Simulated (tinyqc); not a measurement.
From the diamond lattice to a polar crystal: two-band k.p model of the X valleys of a zinc-blende crystal.

k along the valley axis, counted from X, c = hbar^2/2m0, e = c k^2/ml. H = [[e - D/2, i P k], [-i P k, e + D/2]] with P^2 = D0 c/ml, so E = e -/+ sqrt(D^2/4 + D0 e). For D = 0 (diamond lattice) the bands cross at X.

With x = D/D0: for x < 1 the minima lie at k_m = sqrt(ml D0 (1 - x^2)/(4 c)), the hump at X has the height dE = (D0/4)(1 - x)^2 and the mass at the minimum is ml/(1 - x^2); the mass at X is ml/(1 - 1/x), negative for x < 1. For x > 1 the minimum is at X.

Constants: hbar^2/2m0 = 3.80998211 eV angstrom^2.

Parameters, chosen for this exercise (out of a larger set: of the order of those of AlAs; not measured data): D0 = 0.126 eV (coupling energy); ml = 0.574 m0 (mass along the axis from remote bands).

D is varied at fixed D0 and ml.

Results:

| x | D (eV) | k_m (1/angstrom) | dE (meV) | mass at the minimum |
|---|---|---|---|---|
| 0.00 | 0.000 | 0.0689 | 31.50 | 0.574 |
| 0.60 | 0.076 | 0.0551 | 5.04 | 0.897 |
| 0.80 | 0.101 | 0.0413 | 1.26 | 1.594 |
| 0.90 | 0.113 | 0.0300 | 0.32 | 3.021 |
| 1.10 | 0.139 | 0.0000 | 0.00 | 6.314 |
| 1.30 | 0.164 | 0.0000 | 0.00 | 2.487 |
| 2.00 | 0.252 | 0.0000 | 0.00 | 1.148 |
| 4.00 | 0.504 | 0.0000 | 0.00 | 0.765 |

Give the missing row, x = 0.30.

Computed row:
```
x     D (eV)  k_m (1/angstrom)  dE (meV)  mass at the minimum
0.30   0.038            0.0657     15.44                0.631
```

At D = 0 the minima lie 0.0689 1/angstrom from X under a cusp of D0/4 = 31 meV, the pattern of silicon. The hump shrinks as (1 - x)^2, faster than k_m, so at x = 0.9 it is only 0.31 meV although k_m is still 44 % of its first value. The mass diverges at x = 1 from both sides (3.02 at 0.9, 6.31 at 1.1), where the band is quartic.

tinyqc: `OMP_NUM_THREADS=1 python tinyqc.py 1850426 1850427 out.jsonl`; about 0.01 s, one thread, shared Intel(R) Xeon(R) Processor @ 2.30GHz.
